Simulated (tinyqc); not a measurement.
# Polycrystalline film, grain-boundary barriers (Seto model): effects of single changes

One-dimensional grains of size Lg with donors N; each boundary has Qt acceptor-like traps per area at one level Et below the band edge. Trapped electrons qt deplete a width w = qt/N (both sides together) and raise a barrier Vb = q N w^2/(8 eps0 eps_r). Current crosses the barriers by thermionic emission at small bias. Abrupt depletion, full ionisation, Boltzmann statistics.

Inputs (values chosen for the exercise); values close to those of polycrystalline silicon: temperature T = 300 K; relative permittivity of the semiconductor eps_r = 11.7; grain size Lg = 20 nm; trap density at a boundary Qt = 3.6e12 cm^-2; donor density N = 1.2e18 cm^-3; mobility inside a grain mg = 150 cm^2/(V s); collection velocity at the barrier vc = 3.9e6 cm/s; conduction-band density of states at T Nc = 2.8e19 cm^-3; trap level below the band edge Et = 0.49 eV.

Constants: q = 1.602176634e-19 C, kB = 1.380649e-23 J/K, Vt = kB T/q, eps0 = 8.8541878128e-14 F/cm where lengths are in cm. Results are converted to the units shown.

Each table varies one quantity; the others keep the values above.

## Effect of the donor density

Partly depleted grains: the density at the grain centre is n0 = N and qt = Qt/(1 + 2 (Nc/N) exp((Vb - Et)/Vt)). If that gives qt >= N Lg, the grains are fully depleted: qt = N Lg, w = Lg and n0 = 2 Nc exp((Vb - Et)/Vt)/(Qt/(N Lg) - 1). Resistivity: barriers rb = Vt exp(Vb/Vt)/(q n0 vc Lg), grain interior rg = (1 - w/Lg)/(q mg N); effective mobility 1/(q N (rb + rg)).

Effect of the donor density:

| N (cm^-3) | w/Lg | Vb (V) | n0 (cm^-3) | resistivity (ohm cm) |
|---|---|---|---|---|
| 9e16 | 1.0000 | 0.0069597 | 2.2632e10 | 1.1964e6 |
| 1.8e17 | 1.0000 | 0.013919 | 6.2538e10 | 5.6674e5 |
| 3.7e17 | 1.0000 | 0.028612 | 2.5708e11 | 2.4337e5 |
| 7.6e17 | 1.0000 | 0.058771 | 2.3315e12 | 86170 |
| 1.5e18 | 1.0000 | 0.11599 | 1.4593e14 | 12594 |
| 3.1e18 | 0.58064 | 0.080822 | 3.1000e18 | 0.15771 |
| 6.4e18 | 0.28125 | 0.039148 | 6.4000e18 | 0.019368 |
| 1.3e19 | 0.13846 | 0.019273 | 1.3000e19 | 0.0061112 |
| 2.7e19 | 0.066667 | 0.0092796 | 2.7000e19 | 0.0025354 |
| 5.4e19 | 0.033333 | 0.0046398 | 5.4000e19 | 0.0012033 |

Read the table: what changes, and by how much?

As N goes from 9e16 to 5.4e19 cm^-3, the barrier goes from 0.00696 through a maximum of 0.116 (at N = 1.5e18 cm^-3 among the rows listed) to 0.00464 V and the resistivity falls from 1.20e6 to 0.00120 ohm cm. The grains are fully depleted in 5 of the 10 rows. The steepest fall, as N^(-15.5), lies between 1.5e18 and 3.1e18 cm^-3; N* = 1.80e18 cm^-3. The barrier grows with N while the grains are depleted and shrinks once they are not, hence the maximum. At N = 9e16, 1.8e17, 3.7e17, 6.4e18, 1.3e19, 2.7e19, 5.4e19 cm^-3 the barrier is under 2 Vt, where the depletion and emission pictures are rough. For N = 1.3e19 to 5.4e19 cm^-3 N passes 0.3 Nc, where degeneracy and tunnelling through the thin barriers matter.

## Effect of the trap density at a boundary

Same model as above.

Results:

| Qt (cm^-2) | w/Lg | Vb (V) | n0 (cm^-3) | resistivity (ohm cm) |
|---|---|---|---|---|
| 6e11 | 0.2500 | 0.005800 | 1.200e18 | 0.04758 |
| 8.8e11 | 0.3667 | 0.01248 | 1.200e18 | 0.04989 |
| 1.3e12 | 0.5417 | 0.02723 | 1.200e18 | 0.06531 |
| 1.9e12 | 0.7917 | 0.05816 | 1.200e18 | 0.1707 |
| 2.8e12 | 1.000 | 0.09280 | 7.138e13 | 1.050e4 |
| 4.2e12 | 1.000 | 0.09280 | 1.586e13 | 4.723e4 |
| 9e12 | 1.000 | 0.09280 | 4.326e12 | 1.732e5 |

Estimate the missing row, Qt = 6.1e12 cm^-2.

Computed row:

| Qt (cm^-2) | w/Lg | Vb (V) | n0 (cm^-3) | resistivity (ohm cm) |
|---|---|---|---|---|
| 6.1e12 | 1.000 | 0.09280 | 7.717e12 | 9.708e4 |

With this row back in the table: As Qt goes from 6e11 to 9e12 cm^-2, the barrier rises from 0.00580 to 0.0928 V and the resistivity rises from 0.0476 to 1.73e5 ohm cm. The grains are fully depleted in 4 of the 8 rows. For Qt = 6e11 to 1.3e12 cm^-2 the barrier is under 2 Vt, where the depletion and emission pictures are rough.

tinyqc, about 0.01 s, one thread, Intel Xeon 2.30GHz (shared host): `OMP_NUM_THREADS=1 python tinyqc.py 2610069 2610070 out.jsonl`
